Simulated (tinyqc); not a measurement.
Capacitance of parallel on-chip lines from Laplace's equation on a mesh: two steps of the calculation.

Cross-section of an endless row of equal lines between two grounded planes; neighbours are driven in antiphase (+1 V and -1 V), so the plane midway between two lines is at 0 V. By symmetry one quarter is solved: x runs from the centre of a line (column 0, mirror) to that midplane (column 3, 0 V), y from the mid-height of the line (row 0, mirror) to the ground plane (row 4, 0 V). The line fills columns 0 to 1 and rows 0 to 1 at 1 V. Cells beside the line (below row 1) have e2, cells above have e1. Each link between nodes has the conductance g = mean permittivity of the two cells beside it (a cell beyond a mirror counts as 0), and the free nodes obey sum g (V_neighbour - V) = 0.

Inputs (values chosen for the exercise):
- e1 = 3 (relative permittivity above and below the lines)
- e2 = 7 (relative permittivity between the lines)
- om = 1.4 (over-relaxation factor)

Constants: eps0 = 8.8541878128e-12 F/m. Results are converted to the units shown.

Problem 1. Relaxation sweep. One sweep visits the free nodes row by row from row 0, left to right, and replaces V by V + om (weighted mean of the neighbours - V), using new values at once.

V at the start (V):
```
       col 0  col 1  col 2  col 3
row 0      1      1      0      0
row 1      1      1      0      0
row 2      0      0      0      0
row 3      0      0      0      0
row 4      0      0      0      0
```

gx:
```
       col 0  col 1  col 2
row 0    3.5    3.5    3.5
row 1      5      5      5
row 2      3      3      3
row 3      3      3      3
row 4    1.5    1.5    1.5
```

gy:
```
       col 0  col 1  col 2  col 3
row 0    3.5      7      7    3.5
row 1    1.5      3      3    1.5
row 2    1.5      3      3    1.5
row 3    1.5      3      3    1.5
```

Give: V after sweep 1.

Solution 1.

V after sweep 1 (V):
```
       col 0  col 1  col 2  col 3
row 0  1.000  1.000  0.350  0.000
row 1  1.000  1.000  0.521  0.000
row 2  0.350  0.472  0.348  0.000
row 3  0.122  0.208  0.195  0.000
row 4  0.000  0.000  0.000  0.000
```

Problem 2. Capacitance per length. C = 4 eps0 sum g (difference of V)^2 over all links (twice the energy of the four quarters, line at 1 V). Plate estimate without fringing: eps0 [2 e1 w/hd + 2 e2 t/(s/2)], w = 2 hx, t = 2 hx, s/2 = 2 hx, hd = 3 hx.

converged V (V):
```
           col 0      col 1      col 2      col 3
row 0  1.0000000  1.0000000  0.4796077  0.0000000
row 1  1.0000000  1.0000000  0.4592154  0.0000000
row 2  0.5731210  0.5184016  0.2756846  0.0000000
row 3  0.2556807  0.2248009  0.1251214  0.0000000
row 4  0.0000000  0.0000000  0.0000000  0.0000000
```

gx:
```
       col 0  col 1  col 2
row 0    3.5    3.5    3.5
row 1      5      5      5
row 2      3      3      3
row 3      3      3      3
row 4    1.5    1.5    1.5
```

gy:
```
       col 0  col 1  col 2  col 3
row 0    3.5      7      7    3.5
row 1    1.5      3      3    1.5
row 2    1.5      3      3    1.5
row 3    1.5      3      3    1.5
```

Wanted: C; plate estimate.

Solution 2.

C = 234.12 aF/um
plate estimate = 159.38 aF/um

tinyqc, about 1 s, one thread, Intel Xeon 2.30GHz (shared host): `OMP_NUM_THREADS=1 python tinyqc.py 2790134 2790135 out.jsonl`
